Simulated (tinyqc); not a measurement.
What moves the results: type-II superlattice in the two-band Kane model. A value that a table varies takes the place of the one given here.

Motion along the axis, period d = a + b, c = hbar^2/2m0. Conduction and light-hole bands couple: (E - Ec)(E - Ev) = Ep c k^2 in each layer, with mass m(E) = (E - Ev)/Ep, which may be negative. The conduction envelope psi and psi'/m(E) are continuous; a layer carries them by [[cos kt, (m/k) sin kt], [-(k/m) sin kt, cos kt]] (cosh and sinh for k^2 < 0), and cos(q d) = tr(M_B M_A)/2. C1 is the first miniband above EvB, with its bottom at tr/2 = +1 and its top at -1; the gap is the bottom of C1 less the top heavy-hole level HH1.

Heavy holes are uncoupled: with e = EvB - E, p = sqrt(mhB e/c), w = sqrt(mhA (EvB - EvA - e)/c), the top level HH1 at q = 0 solves (p/mhB) tan(p b/2) = (w/mhA) tanh(w a/2).

Constants: hbar^2/2m0 = 3.80998211 eV angstrom^2; hc = 1239.841984 eV nm.

Parameters, chosen for this exercise (near those of an InAs/GaSb superlattice; shifted at random, so the results belong to these values and not to a real crystal): b = 59 angstrom (layer B); EcA = 0 eV (conduction edge of A); EvA = -0.418 eV (valence edge of A); EcB = 0.943 eV (conduction edge of B); EvB = 0.146 eV (valence edge of B); EpA = 14.5 eV (coupling energy in A); EpB = 18 eV (coupling energy in B); mhA = 0.34 m0 (heavy hole in A); mhB = 0.28 m0 (heavy hole in B); As = (20, 26, 39, 47, 53, 65, 78) angstrom (widths of layer A); a = 37 angstrom (layer A).

## Width of layer A

Bottom of C1 (tr/2 = +1, above EvB), HH1, the gap and hc/gap; widths at which C1 no longer starts above EvB are left out.

Results:

| a (angstrom) | C1 (eV) | HH1 (eV) | gap (meV) | cut-off (micrometre) |
|---|---|---|---|---|
| 20 | 0.5257 | 0.1187 | 407.0 | 3.05 |
| 26 | 0.4356 | 0.1186 | 317.0 | 3.91 |
| 39 | 0.3037 | 0.1185 | 185.2 | 6.69 |
| 47 | 0.2500 | 0.1185 | 131.5 | 9.43 |
| 53 | 0.2183 | 0.1185 | 99.8 | 12.42 |
| 65 | 0.1703 | 0.1185 | 51.8 | 23.95 |

From a = 20 to 65 angstrom C1 falls by 355 meV while HH1 moves by -0.2 meV, so layer A tunes the gap, from 407 to 52 meV. The cut-off shifts by 0.144 micrometre per angstrom at the thin end and 0.960 at the thick end: long wavelengths need tight control of the thickness.

## One band or two

Bottom of C1. One band: (k/mA) tan(k a/2) = (kappa/mB) tanh(kappa b/2) with the edge masses (Ec - Ev)/Ep and barrier EcB - EcA. Second row: mA replaced by m(E). The last column is measured against two bands.

Results:

| model | C1 (eV) | gap (meV) | error (meV) |
|---|---|---|---|
| one band, edge masses | 0.2930 | 174.5 | -26.9 |
| m(E) in A only | 0.2547 | 136.2 | -65.2 |
| two bands | 0.3198 | 201.3 | 0.0 |

mA = 0.0288 m0
mB = 0.0443 m0

With edge masses C1 errs by -27 meV, 13 % of the gap. The heavier m(E) in A changes it by -38 meV; the treatment of B changes it by +65 meV, since C1 lies 174 meV above the valence edge of B, where its mass is 0.0097 instead of 0.0443.

## What each parameter does

Bottom and width of C1, HH1 and the gap. Each row changes one parameter from the base and keeps the others.

Results:

| case | C1 (eV) | width (meV) | HH1 (eV) | gap (meV) |
|---|---|---|---|---|
| base | 0.3198 | 27.3 | 0.1185 | 201.3 |
| a = 34 angstrom | 0.3465 | 28.4 | 0.1185 | 227.9 |
| b = 56 angstrom | 0.3177 | 30.9 | 0.1160 | 201.8 |
| EvB = 0.126 eV | 0.3172 | 25.2 | 0.0987 | 218.6 |
| EcB = 0.993 eV | 0.3245 | 24.2 | 0.1185 | 206.0 |
| EvA = -0.448 eV | 0.3153 | 26.9 | 0.1183 | 197.0 |
| EpA = 15.7 eV | 0.3286 | 28.4 | 0.1185 | 210.1 |
| mhB = 0.32 m0 | 0.3198 | 27.3 | 0.1210 | 198.9 |

The largest shifts from the base row, up to three for each result and ties (the steps differ in size, so this ranks the rows, not the parameters). C1 (eV): a +0.0266, EpA +0.0088, EcB +0.0047; unchanged at the printed digits by mhB. width (meV): b +3.6, EcB -3.1, EvB -2.1; unchanged at the printed digits by mhB. HH1 (eV): EvB -0.0198, b -0.0025, mhB +0.0025; unchanged at the printed digits by a, EcB and EpA. gap (meV): a +26.6, EvB +17.2, EpA +8.8.

(tinyqc, `OMP_NUM_THREADS=1 python tinyqc.py 1250180 1250181 out.jsonl`, Intel(R) Xeon(R) Processor @ 2.30GHz, 1 thread, shared host, about 0.08 s.)
